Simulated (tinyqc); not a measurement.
Worked calculation: sp3 tight binding, zinc-blende lattice. Computed by tinyqc, a small Python program that keeps every step. Command: `OMP_NUM_THREADS=1 python tinyqc.py 31480 31481 out.jsonl` (the two numbers bound the seeds that draw the settings). One thread of a shared host (Intel(R) Xeon(R) Processor @ 2.60GHz), about 0.01 s of CPU time with the checks.

## Bloch Hamiltonian at k

Parameters chosen for this model: zinc-blende lattice, anion at 0, cation at a/4 (1,1,1); V = eta hbar^2 / (m d^2), hbar^2/m = 7.619964 eV angstrom^2:
```
parameter          value      unit
a               5.260000  angstrom
d               2.277647  angstrom
Es anion      -15.070000        eV
Ep anion       -7.880000        eV
Es cation     -15.070000        eV
Ep cation      -7.880000        eV
eta ss         -1.400000
eta sp          1.840000
eta pp sigma    3.240000
eta pp pi      -0.810000
V ss           -2.056403        eV
V sp            2.702701        eV
V pp sigma      4.759104        eV
V pp pi        -1.189776        eV
```

k point k (2 pi / a): [0.26000, -0.26000, 0.50000]

Slater-Koster rules over the four bonds with direction cosines (l, m, n): ss V_ss; s-px l V_sp; px-s -l V_sp; px-px l^2 V_pps + (1 - l^2) V_ppp; px-py l m (V_pps - V_ppp); each times exp(i k.d).

H(k) at k (eV), order a s, a px, a py, a pz, c s, c px, c py, c pz:
```
[[-15.07000, 0.00000, 0.00000, 0.00000, -4.89899-0.91740i, 1.60865+1.60865i, -1.60865-1.60865i, 0.69612+3.71737i],
 [0.00000, -7.88000, 0.00000, 0.00000, -1.60865-1.60865i, 1.88961+0.35385i, 0.88463+4.72402i, -2.04427-2.04427i],
 [0.00000, 0.00000, -7.88000, 0.00000, 1.60865+1.60865i, 0.88463+4.72402i, 1.88961+0.35385i, 2.04427+2.04427i],
 [0.00000, 0.00000, 0.00000, -7.88000, -0.69612-3.71737i, -2.04427-2.04427i, 2.04427+2.04427i, 1.88961+0.35385i],
 [-4.89899+0.91740i, -1.60865+1.60865i, 1.60865-1.60865i, -0.69612+3.71737i, -15.07000, 0.00000, 0.00000, 0.00000],
 [1.60865-1.60865i, 1.88961-0.35385i, 0.88463-4.72402i, -2.04427+2.04427i, 0.00000, -7.88000, 0.00000, 0.00000],
 [-1.60865+1.60865i, 0.88463-4.72402i, 1.88961-0.35385i, 2.04427-2.04427i, 0.00000, 0.00000, -7.88000, 0.00000],
 [0.69612-3.71737i, -2.04427+2.04427i, 2.04427-2.04427i, 1.88961-0.35385i, 0.00000, 0.00000, 0.00000, -7.88000]]
```

## Levels at k

Diagonalise the Hermitian matrix.

eigenvalues (eV): [-21.53382, -16.52067, -13.66630, -13.32790, -6.31844, -3.26997, -2.09370, -0.68920]

weights |c|^2 of the basis functions, order a s, a px, a py, a pz, c s, c px, c py, c pz:
```
[[0.45401, 0.17483, 0.00000, 0.03679, 0.29100, 0.01788, 0.00000, 0.02548],
 [0.00780, 0.11719, 0.25000, 0.09232, 0.05077, 0.04834, 0.25000, 0.18357],
 [0.00780, 0.11719, 0.25000, 0.09232, 0.05077, 0.04834, 0.25000, 0.18357],
 [0.03038, 0.09079, 0.00000, 0.27856, 0.10746, 0.38544, 0.00000, 0.10738],
 [0.45401, 0.17483, 0.00000, 0.03679, 0.29100, 0.01788, 0.00000, 0.02548],
 [0.00780, 0.11719, 0.25000, 0.09232, 0.05077, 0.04834, 0.25000, 0.18357],
 [0.00780, 0.11719, 0.25000, 0.09232, 0.05077, 0.04834, 0.25000, 0.18357],
 [0.03038, 0.09079, 0.00000, 0.27856, 0.10746, 0.38544, 0.00000, 0.10738]]
```

## Bloch Hamiltonian at X

k point X (2 pi / a): [1, 0, 0]

As before.

H(k) at X (eV), order a s, a px, a py, a pz, c s, c px, c py, c pz:
```
[[-15.07000, 0.00000, 0.00000, 0.00000, 0.00000, 0.00000+6.24162i, 0.00000, 0.00000],
 [0.00000, -7.88000, 0.00000, 0.00000, 0.00000-6.24162i, 0.00000, 0.00000, 0.00000],
 [0.00000, 0.00000, -7.88000, 0.00000, 0.00000, 0.00000, 0.00000, 0.00000+7.93184i],
 [0.00000, 0.00000, 0.00000, -7.88000, 0.00000, 0.00000, 0.00000+7.93184i, 0.00000],
 [0.00000, 0.00000+6.24162i, 0.00000, 0.00000, -15.07000, 0.00000, 0.00000, 0.00000],
 [0.00000-6.24162i, 0.00000, 0.00000, 0.00000, 0.00000, -7.88000, 0.00000, 0.00000],
 [0.00000, 0.00000, 0.00000, 0.00000-7.93184i, 0.00000, 0.00000, -7.88000, 0.00000],
 [0.00000, 0.00000, 0.00000-7.93184i, 0.00000, 0.00000, 0.00000, 0.00000, -7.88000]]
```

## Levels at X

As before.

eigenvalues (eV): [-18.67791, -18.67791, -15.81184, -15.81184, -4.27209, -4.27209, 0.05184, 0.05184]

## Bands along a path

The same steps at evenly spaced points between the labelled ones.

Bands along the path (eV):
```
k            band 1     band 2     band 3     band 4    band 5    band 6    band 7    band 8
L         -20.70680  -18.23835  -13.43229  -13.43229  -6.94432  -2.32771  -2.32771  -0.01054
L-G 0.33  -21.77314  -16.42194  -12.94335  -12.94335  -6.78970  -2.81665  -2.81665  -0.91522
L-G 0.67  -22.88906  -13.24646  -11.78598  -11.78598  -6.57741  -3.97402  -3.97402  -3.18707
G         -23.29561  -11.05274  -11.05274  -11.05274  -6.84439  -4.70726  -4.70726  -4.70726
G-X 0.33  -22.74652  -12.70475  -12.70475  -12.68362  -5.89046  -4.57940  -3.05525  -3.05525
G-X 0.67  -21.14958  -15.66834  -14.92997  -14.92997  -4.75522  -4.32685  -0.83003  -0.83003
X         -18.67791  -18.67791  -15.81184  -15.81184  -4.27209  -4.27209   0.05184   0.05184
X-W 0.33  -18.67791  -18.67791  -15.81184  -15.81184  -4.27209  -4.27209   0.05184   0.05184
X-W 0.67  -18.67791  -18.67791  -15.81184  -15.81184  -4.27209  -4.27209   0.05184   0.05184
W         -18.67791  -18.67791  -15.81184  -15.81184  -4.27209  -4.27209   0.05184   0.05184
```

With 4 band(s) filled, the highest filled level on these points lies at G and the lowest empty one at L: a gap of 4.1084 eV, indirect.
